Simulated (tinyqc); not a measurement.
Worked calculation: Koster-Slater impurity in an sp3s* host. Values are carried at full precision from step to step, so a last printed digit may differ when a step is redone from the rounded ones.

sp3s* tight binding, nearest neighbours only: anion (a) at 0, cation (c) at a/4 (1,1,1), orbitals s, px, py, pz, s* on each; k in units of 2 pi/a. With phases e_j = exp(i (pi/2) k.n_j) for n = (1,1,1), (1,-1,-1), (-1,1,-1), (-1,-1,1): g0 = (e1+e2+e3+e4)/4, g1 = (e1+e2-e3-e4)/4, g2 = (e1-e2+e3-e4)/4, g3 = (e1-e2-e3+e4)/4. The diagonal holds the levels Esa, Epa, Exa (s*) and Esc, Epc, Exc. Anion-cation block: <sa|sc> = Vss g0; <sa|xc> = Vsapc g1; <xa|sc> = -Vscpa g1; <xa|xc> = Vxx g0; <xa|yc> = <ya|xc> = Vxy g3, <xa|zc> = <za|xc> = Vxy g2, <ya|zc> = <za|yc> = Vxy g1; <s*a|xc> = Vxapc g1; <xa|s*c> = -Vpaxc g1; y and z take g2 and g3 in place of g1; s-s* and s*-s* vanish.

Parameters, chosen for this exercise (out of a larger set: near a published set for SiC; not measured data): p = (-8.479, 2.136, -4.812, 4.377, 9.687, 9.277, -12.497, 3.05, 5.924, 9.508, 9.15, 8.745, 4.419) eV (order Esa, Epa, Esc, Epc, Exa, Exc, Vss, Vxx, Vxy, Vsapc, Vscpa, Vxapc, Vpaxc); N = 6 (mesh); V = -32.8 eV (shift of the s level).

## The gap of the host

Gaps from the top of the valence band to Gamma, to the minimum on (x,0,0) from 0.5 to 1, and to L; the smallest is Eg.

top of the valence band on the scale of the parameters = 0.0072 eV

gaps (eV): Gamma 5.9781, Delta 2.3277, L 3.5695

Eg (smallest gap of the host) = 2.32774 eV

## Where the weight lies

A defect on a cation site (c) shifts the s level there by Vs or the three p levels by Vp and leaves the rest. A level in the gap solves 1/Vs = G_s(E) (symmetry A1) or 1/Vp = G_p(E) (T2, threefold), with G(E) = (1/N^3) sum over k and bands of w/(E - e), where w is the weight of the state on the s orbital of that site, or the mean weight on its px, py, pz. Mesh: k = f1 (-1,1,1) + f2 (1,-1,1) + f3 (1,1,-1), f = (j + 1/2)/N, j = 0 to N - 1. Energies from the top of the valence band at Gamma; the s* orbital of the site is left as it is. An infinite shift removes the s or p orbitals, the model of the ideal vacancy: G(E) = 0.

For each band: mean energy over the mesh and summed weights; each column of weights adds to one.

Bands:
```
band  mean energy (eV)  s weight  p weight
1              -16.145    0.2482    0.0401
2               -8.786    0.3614    0.0558
3               -2.164    0.0021    0.1306
4               -1.740    0.0006    0.1284
5                3.162    0.0095    0.1042
6                5.779    0.2913    0.0079
7                8.247    0.0007    0.2033
8                8.652    0.0046    0.1937
9               11.900    0.0805    0.0033
10              16.234    0.0011    0.1328
```

The filled bands hold 0.612 of the s orbital and 0.355 of each p orbital of the cation. Filled states add positive terms to G in the gap and empty ones negative terms.

## Green functions across the gap

G at nine energies E = Eg j/8.

G(E) (1/eV):
```
E (eV)       G_s       G_p
0.0000  -0.00336   0.09279
0.2910  -0.00847   0.04519
0.5819  -0.01370   0.01779
0.8729  -0.01920  -0.00498
1.1639  -0.02510  -0.02682
1.4548  -0.03157  -0.05070
1.7458  -0.03885  -0.08153
2.0368  -0.04735  -0.13497
2.3277  -0.05899  -0.48857
```

Both fall with E, as dG/dE = -sum w/(E - e)^2 demands. G_s keeps its sign, so the vacancy has no level of this symmetry in the gap. G_p changes sign, so the vacancy has a level of this symmetry in the gap.

## A first estimate from the table

A defect that shifts the s level of its cation site by V has a level where the host Green function G_s(E) equals 1/V; E is counted from the top of the valence band. Find it by linear interpolation between the two rows that bracket it.

1/V = -0.03049 1/eV
estimated level = 1.406 eV

## The level and its weight on the defect

Solve by bisection with the full sum. The weight of the bound state on the shifted orbital is G^2/(-G'), which is also dE/dV.

level = 1.4082 eV
G'(E) = -0.02303 1/eV^2
weight on the defect orbital = 0.0404

The level lies 1.408 eV above the valence band and 0.920 eV below the conduction band. Only 4.0 % of it sits on the shifted orbital, the rest on other orbitals (the s* of the same site among them), so a shift of 1 eV moves the level by about 40 meV.

## Checks

- Sum of the s weights over all bands against one: both 1.00000.
- First moment of the s weights against the s level of the site, on the scale of the parameters: both -4.81200.

Program tinyqc; command `OMP_NUM_THREADS=1 python tinyqc.py 1480883 1480884 out.jsonl`; about 0.04 s on one thread of a shared Intel(R) Xeon(R) Processor @ 2.30GHz.
